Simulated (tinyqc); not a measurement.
Worked calculation: RKS/B3LYP (VWN-RPA form) in the 6-31g basis, for H3+, spin multiplicity 1. One step of it, computed by the program tinyqc.

Task: Iteration 1: building the Kohn-Sham matrix. J_ij = sum D_kl (ij|kl), K_ij = sum D_kl (ik|jl); F = H + J - 0.1 K + V_xc; E = tr D H + tr D J / 2 - 0.05 tr D K + E_xc + E_nn.

D at the start, order 1H 1s, 1H 2s, 2H 1s, 2H 2s, 3H 1s, 3H 2s:
$$\begin{pmatrix}
0.272976 & 0.066605 & 0.272590 & 0.066533 & 0.272822 & 0.066576 \\
0.066605 & 0.016251 & 0.066510 & 0.016234 & 0.066567 & 0.016244 \\
0.272590 & 0.066510 & 0.272204 & 0.066439 & 0.272436 & 0.066482 \\
0.066533 & 0.016234 & 0.066439 & 0.016216 & 0.066496 & 0.016227 \\
0.272822 & 0.066567 & 0.272436 & 0.066496 & 0.272668 & 0.066539 \\
0.066576 & 0.016244 & 0.066482 & 0.016227 & 0.066539 & 0.016237
\end{pmatrix}$$

core Hamiltonian H = T + V (hartree), order 1H 1s, 1H 2s, 2H 1s, 2H 2s, 3H 1s, 3H 2s:
$$\begin{pmatrix}
-1.355406 & -1.193266 & -0.684178 & -0.861796 & -0.685021 & -0.862204 \\
-1.193266 & -1.340548 & -0.861639 & -1.135141 & -0.862141 & -1.135467 \\
-0.684178 & -0.861639 & -1.354848 & -1.192940 & -0.683618 & -0.861367 \\
-0.861796 & -1.135141 & -1.192940 & -1.340288 & -0.861462 & -1.134924 \\
-0.685021 & -0.862141 & -0.683618 & -0.861462 & -1.355183 & -1.193135 \\
-0.862204 & -1.135467 & -0.861367 & -1.134924 & -1.193135 & -1.340444
\end{pmatrix}$$

Two-electron integrals (ij|kl) in chemists' order, unique and non-zero (hartree):
```
(11|11) 1.076566   (21|11) 0.578470   (21|21) 0.329423   (22|11) 0.587396
(22|21) 0.361304   (22|22) 0.453150   (31|11) 0.229320   (31|21) 0.133186
(31|22) 0.149871   (31|31) 0.072613   (32|11) 0.254086   (32|21) 0.157602
(32|22) 0.198563   (32|31) 0.092844   (32|32) 0.137096   (33|11) 0.537596
(33|21) 0.342663   (33|22) 0.450364   (33|31) 0.229320   (33|32) 0.365436
(33|33) 1.076566   (41|11) 0.365436   (41|21) 0.209307   (41|22) 0.231663
(41|31) 0.092844   (41|32) 0.112936   (41|33) 0.254086   (41|41) 0.137096
(42|11) 0.418436   (42|21) 0.259685   (42|22) 0.332318   (42|31) 0.122992
(42|32) 0.174318   (42|33) 0.418436   (42|41) 0.174318   (42|42) 0.265929
(43|11) 0.342663   (43|21) 0.216985   (43|22) 0.285468   (43|31) 0.133186
(43|32) 0.209307   (43|33) 0.578470   (43|41) 0.157602   (43|42) 0.259685
(43|43) 0.329423   (44|11) 0.450364   (44|21) 0.285468   (44|22) 0.384037
(44|31) 0.149871   (44|32) 0.231663   (44|33) 0.587396   (44|41) 0.198563
(44|42) 0.332318   (44|43) 0.361304   (44|44) 0.453150   (51|11) 0.229714
(51|21) 0.133406   (51|22) 0.150107   (51|31) 0.060806   (51|32) 0.074607
(51|33) 0.166106   (51|41) 0.088626   (51|42) 0.114842   (51|43) 0.103949
(51|44) 0.131735   (51|51) 0.072833   (52|11) 0.254318   (52|21) 0.157737
(52|22) 0.198708   (52|31) 0.074555   (52|32) 0.101851   (52|33) 0.234996
(52|41) 0.106507   (52|42) 0.157831   (52|43) 0.147591   (52|44) 0.190749
(52|51) 0.093041   (52|52) 0.137246   (53|11) 0.165825   (53|21) 0.103760
(53|22) 0.131460   (53|31) 0.060674   (53|32) 0.088398   (53|33) 0.229059
(53|41) 0.074463   (53|42) 0.114575   (53|43) 0.133039   (53|44) 0.149715
(53|51) 0.060753   (53|52) 0.088438   (53|53) 0.072467   (54|11) 0.234976
(54|21) 0.147560   (54|22) 0.190660   (54|31) 0.074498   (54|32) 0.106379
(54|33) 0.253931   (54|41) 0.101811   (54|42) 0.157700   (54|43) 0.157512
(54|44) 0.198467   (54|51) 0.088599   (54|52) 0.135060   (54|53) 0.092713
(54|54) 0.136997   (55|11) 0.537889   (55|21) 0.342825   (55|22) 0.450496
(55|31) 0.165937   (55|32) 0.234908   (55|33) 0.537401   (55|41) 0.235035
(55|42) 0.366494   (55|43) 0.342555   (55|44) 0.450277   (55|51) 0.229714
(55|52) 0.365646   (55|53) 0.229059   (55|54) 0.365297   (55|55) 1.076566
(61|11) 0.365646   (61|21) 0.209425   (61|22) 0.231792   (61|31) 0.088529
(61|32) 0.106474   (61|33) 0.235047   (61|41) 0.135107   (61|42) 0.170462
(61|43) 0.147618   (61|44) 0.190771   (61|51) 0.093041   (61|52) 0.113082
(61|53) 0.074497   (61|54) 0.106478   (61|55) 0.254318   (61|61) 0.137246
(62|11) 0.418612   (62|21) 0.259791   (62|22) 0.332447   (62|31) 0.114710
(62|32) 0.157778   (62|33) 0.366530   (62|41) 0.170437   (62|42) 0.254651
(62|43) 0.230903   (62|44) 0.306008   (62|51) 0.123216   (62|52) 0.174476
(62|53) 0.114603   (62|54) 0.170381   (62|55) 0.418612   (62|61) 0.174476
(62|62) 0.266106   (63|11) 0.234900   (63|21) 0.147519   (63|22) 0.190627
(63|31) 0.088462   (63|32) 0.134989   (63|33) 0.365297   (63|41) 0.106401
(63|42) 0.170320   (63|43) 0.209228   (63|44) 0.231578   (63|51) 0.074584
(63|52) 0.106423   (63|53) 0.092713   (63|54) 0.112838   (63|55) 0.253931
(63|61) 0.101835   (63|62) 0.157726   (63|63) 0.136997   (64|11) 0.366469
(64|21) 0.230855   (64|22) 0.305914   (64|31) 0.114662   (64|32) 0.170337
(64|33) 0.418318   (64|41) 0.157735   (64|42) 0.254532   (64|43) 0.259614
(64|44) 0.332233   (64|51) 0.114823   (64|52) 0.170421   (64|53) 0.122843
(64|54) 0.174212   (64|55) 0.418318   (64|61) 0.157813   (64|62) 0.254603
(64|63) 0.174212   (64|64) 0.265811   (65|11) 0.342825   (65|21) 0.217074
(65|22) 0.285543   (65|31) 0.103836   (65|32) 0.147532   (65|33) 0.342555
(65|41) 0.147599   (65|42) 0.230874   (65|43) 0.216925   (65|44) 0.285418
(65|51) 0.133406   (65|52) 0.209425   (65|53) 0.133039   (65|54) 0.209228
(65|55) 0.578470   (65|61) 0.157737   (65|62) 0.259791   (65|63) 0.157512
(65|64) 0.259614   (65|65) 0.329423   (66|11) 0.450496   (66|21) 0.285543
(66|22) 0.384110   (66|31) 0.131570   (66|32) 0.190663   (66|33) 0.450277
(66|41) 0.190717   (66|42) 0.305952   (66|43) 0.285418   (66|44) 0.383988
(66|51) 0.150107   (66|52) 0.231792   (66|53) 0.149715   (66|54) 0.231578
(66|55) 0.587396   (66|61) 0.198708   (66|62) 0.332447   (66|63) 0.198467
(66|64) 0.332233   (66|65) 0.361304   (66|66) 0.453150
```

nuclear repulsion = 1.65035596 hartree

V_xc (hartree), order 1H 1s, 1H 2s, 2H 1s, 2H 2s, 3H 1s, 3H 2s:
$$\begin{pmatrix}
-0.419493 & -0.224308 & -0.116873 & -0.152847 & -0.117044 & -0.152929 \\
-0.224308 & -0.226582 & -0.152778 & -0.187488 & -0.152894 & -0.187559 \\
-0.116873 & -0.152778 & -0.419197 & -0.224166 & -0.116708 & -0.152715 \\
-0.152847 & -0.187488 & -0.224166 & -0.226491 & -0.152750 & -0.187440 \\
-0.117044 & -0.152894 & -0.116708 & -0.152750 & -0.419333 & -0.224239 \\
-0.152929 & -0.187559 & -0.152715 & -0.187440 & -0.224239 & -0.226549
\end{pmatrix}$$

E_xc = sum of w rho eps_xc = -0.60628519 hartree

Give: Coulomb J; exchange K; Kohn-Sham matrix F; total energy of this density.

Result:

Coulomb J (hartree), order 1H 1s, 1H 2s, 2H 1s, 2H 2s, 3H 1s, 3H 2s:
$$\begin{pmatrix}
1.3865 & 0.8246 & 0.4119 & 0.5605 & 0.4126 & 0.5608 \\
0.8246 & 0.9817 & 0.5603 & 0.7947 & 0.5608 & 0.7950 \\
0.4119 & 0.5603 & 1.3855 & 0.8241 & 0.4114 & 0.5601 \\
0.5605 & 0.7947 & 0.8241 & 0.9813 & 0.5602 & 0.7945 \\
0.4126 & 0.5608 & 0.4114 & 0.5602 & 1.3861 & 0.8244 \\
0.5608 & 0.7950 & 0.5601 & 0.7945 & 0.8244 & 0.9815
\end{pmatrix}$$

exchange K (hartree), order 1H 1s, 1H 2s, 2H 1s, 2H 2s, 3H 1s, 3H 2s:
$$\begin{pmatrix}
0.9029 & 0.7400 & 0.6381 & 0.6679 & 0.6387 & 0.6682 \\
0.7400 & 0.6965 & 0.6674 & 0.6720 & 0.6680 & 0.6723 \\
0.6381 & 0.6674 & 0.9010 & 0.7388 & 0.6376 & 0.6672 \\
0.6679 & 0.6720 & 0.7388 & 0.6959 & 0.6675 & 0.6719 \\
0.6387 & 0.6680 & 0.6376 & 0.6675 & 0.9022 & 0.7395 \\
0.6682 & 0.6723 & 0.6672 & 0.6719 & 0.7395 & 0.6962
\end{pmatrix}$$

Kohn-Sham matrix F (hartree), order 1H 1s, 1H 2s, 2H 1s, 2H 2s, 3H 1s, 3H 2s:
$$\begin{pmatrix}
-0.4787 & -0.6669 & -0.4530 & -0.5209 & -0.4534 & -0.5211 \\
-0.6669 & -0.6551 & -0.5209 & -0.5952 & -0.5211 & -0.5953 \\
-0.4530 & -0.5209 & -0.4787 & -0.6668 & -0.4527 & -0.5207 \\
-0.5209 & -0.5952 & -0.6668 & -0.6550 & -0.5207 & -0.5951 \\
-0.4534 & -0.5211 & -0.4527 & -0.5207 & -0.4786 & -0.6669 \\
-0.5211 & -0.5953 & -0.5207 & -0.5951 & -0.6669 & -0.6551
\end{pmatrix}$$

total energy of this density = -1.304480 hartree
